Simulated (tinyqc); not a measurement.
# Gated two-dimensional channel with two bands, quantum capacitance: effects of single changes

phi is the Fermi level above the lowest band edge, in volts; Vg is counted from the gate voltage at which an empty channel would have phi = 0. The channel has no thickness; trap charge is -q Dit phi.

Values chosen for this exercise; lowest band close to that of a thin InAs body: temperature T = 300 K; relative permittivity of the gate insulator (close to zirconium oxide) eox = 25.3; insulator thickness tox = 3.9 nm; in-plane mass md = 0.034 m0; valley degeneracy gv = 1; in-plane mass of a second band, chosen freely m2 = 0.054 m0; valley degeneracy of that band, chosen freely g2 = 6; second band edge above the first E2 = 0.27 eV; density of traps Dit = 0 cm^-2 eV^-1; gate voltage Vg = 0.89 V.

Constants: q = 1.602176634e-19 C, kB = 1.380649e-23 J/K, hbar = 1.054571817e-34 J s, m0 = 9.1093837015e-31 kg, Vt = kB T/q, eps0 = 8.8541878128e-14 F/cm where lengths are in cm. Results are converted to the units shown.

Each table varies one quantity; the others keep the values above.

## Effect of the gate voltage

D1 = gv md m0 q/(pi hbar^2), D2 = g2 m2 m0 q/(pi hbar^2) per eV; n1 = D1 Vt ln(1 + exp(phi/Vt)), n2 = D2 Vt ln(1 + exp((phi - E2)/Vt)), n = n1 + n2; Cq = q dn/dphi = q [D1/(1 + exp(-phi/Vt)) + D2/(1 + exp((E2 - phi)/Vt))]. Cox = eps0 eox/tox; Vg = phi + q (n + Dit phi)/Cox. 1/C_G = 1/Cox + 1/(Cq + q Dit); dphi/dVg = Cox/(Cox + Cq + q Dit).

The same in every row: Cox (uF/cm^2) = 5.744.

Effect of the gate voltage:
```
Vg (V)   phi (V)  n (cm^-2)  Cq (uF/cm^2)  C_G (uF/cm^2)  dphi/dVg  share of the second band (%)
-0.2     -0.2000    1.603e8      9.933e-4       9.932e-4    0.9998                       0.02775
-0.04   -0.04185   6.639e10        0.3764         0.3533    0.9385                       0.03041
0.11     0.07840   1.133e12         2.184          1.582    0.7245                        0.1866
0.27      0.1903   2.859e12         3.223          2.064    0.6406                         5.474
0.42      0.2622   5.658e12         11.49          3.829    0.3333                         34.20
0.58      0.3049   9.862e12         19.50          4.437    0.2276                         56.09
0.73      0.3369   1.409e13         22.44          4.573    0.2038                         66.05
0.89      0.3688   1.869e13         23.50          4.616    0.1964                         71.97
1.04      0.3981   2.301e13         23.81          4.627    0.1944                         75.43
1.2       0.4291   2.764e13         23.91          4.631    0.1937                         77.95
```

Read the table: what changes, and by how much?

As Vg goes from -0.2 to 1.2, Cq rises from 9.93e-4 to 23.9 uF/cm^2, C_G/Cox rises from 1.73e-4 to 0.806 and n rises from 1.60e8 to 2.76e13 cm^-2. Cq is below Cox for Vg = -0.2, -0.04, 0.11, 0.27; there the density of states limits the response dn/dVg more than the insulator does. For Vg = 0.58, 0.73, 0.89, 1.04, 1.2 phi exceeds 0.3 V, where non-parabolicity and further bands matter for so light a mass.

## Effect of the in-plane mass

Same model as above.

The same in every row: Cox (uF/cm^2) = 5.744.

Effect of the in-plane mass:
```
md (m0)  phi (V)  n (cm^-2)  Cq (uF/cm^2)  C_G (uF/cm^2)  dphi/dVg  share of the second band (%)
0.02      0.3810   1.825e13         22.73          4.585    0.2017                         82.56
0.034     0.3688   1.869e13         23.50          4.616    0.1964                         71.97
0.057     0.3502   1.935e13         24.57          4.655    0.1895                         56.91
0.097     0.3212   2.039e13         25.54          4.689    0.1836                         36.18
0.16      0.2799   2.187e13         23.61          4.620    0.1957                         14.45
0.28      0.2069   2.449e13         20.47          4.485    0.2191                         1.192
0.47      0.1372   2.699e13         31.43          4.856    0.1545                       0.07603
0.8      0.08538   2.885e13         51.66          5.169    0.1001                      0.009597
```

What does the table show?

As md goes from 0.02 to 0.8, Cq moves up and down between 20.5 and 51.7 uF/cm^2, C_G/Cox moves up and down between 0.781 and 0.900 and n rises from 1.82e13 to 2.88e13 cm^-2. Cq exceeds Cox in every row, so the insulator is the tighter limit, though Cq still cuts C_G by up to 22 %. For md = 0.02, 0.034, 0.057, 0.097 phi exceeds 0.3 V, where non-parabolicity and further bands matter for so light a mass.

tinyqc, about 0.01 s, one thread, Intel Xeon 2.30GHz (shared host): `OMP_NUM_THREADS=1 python tinyqc.py 2200105 2200106 out.jsonl`
